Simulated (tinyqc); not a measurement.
Both approximations at x = 1/2: order-disorder in a binary alloy on two sublattices: Bragg-Williams and pair (quasi-chemical) approximations. Computed by tinyqc, a small Python program. Command: `OMP_NUM_THREADS=1 python tinyqc.py 3012831 3012832 out.jsonl order walk`. One thread of a shared host (Intel(R) Xeon(R) Processor @ 2.30GHz), about 0.01 s of CPU time with the checks.

All z = 4 neighbours of a site lie on the other sublattice. B fills the sublattices with x + eta/2 and x - eta/2; energies are per site, from the pure components: u = -z w y with y the probability of an A-B bond taken in one order.

Inputs (values chosen for the exercise, for a model alloy): ordering energy w = (e_AA + e_BB)/2 - e_AB = 46.5 meV; fraction x of B = 0.41.

Lattice: square (z = 4).

Constants: k_B = 8.617333262e-05 eV/K.

Method. Bragg-Williams: k_B T_c = 2 z w x (1 - x). Pair approximation at x = 1/2: k_B T_c = w/ln(z/(z - 2)). At x = 1/2 the alloy is an Ising model with K = w/(2 k_B T). Bragg-Williams: eta = tanh(z K eta), neighbour correlation -eta^2. Pair: h = (z - 1) artanh(tanh K tanh h), eta = tanh(z h/(z - 1)), correlation -(tanh K + tanh^2 h)/(1 + tanh K tanh^2 h). T is given in units of the Bragg-Williams T_c at x = 1/2, z w/(2 k_B).

T_c, pair approximation at x = 1/2 = 778.493 K

Order and neighbour correlation:

| T/T_c | T (K) | eta, Bragg-Williams | correlation, Bragg-Williams | eta, pair | correlation, pair |
|---|---|---|---|---|---|
| 0.30 | 323.8 | 0.99741 | -0.99483 | 0.99704 | -0.99432 |
| 0.45 | 485.6 | 0.97398 | -0.94863 | 0.96095 | -0.93274 |
| 0.55 | 593.6 | 0.93553 | -0.87521 | 0.87689 | -0.81371 |
| 0.65 | 701.5 | 0.87207 | -0.76050 | 0.65847 | -0.58845 |
| 0.75 | 809.4 | 0.77552 | -0.60143 | 0.00000 | -0.32151 |
| 0.85 | 917.3 | 0.62950 | -0.39627 | 0.00000 | -0.28592 |
| 0.95 | 1025.3 | 0.37949 | -0.14401 | 0.00000 | -0.25725 |
| 1.10 | 1187.1 | 0.00000 | 0.00000 | 0.00000 | -0.22344 |
| 1.50 | 1618.8 | 0.00000 | 0.00000 | 0.00000 | -0.16514 |

What follows from these numbers?

The pair approximation loses long-range order between T/T_c = 0.65 and 0.75, at 778 K, and keeps a correlation of -0.165 in the last row. At its own T_c the correlation is -1/(z - 1) = -0.333, so the fewer the neighbours, the more of the ordering energy is released above T_c.
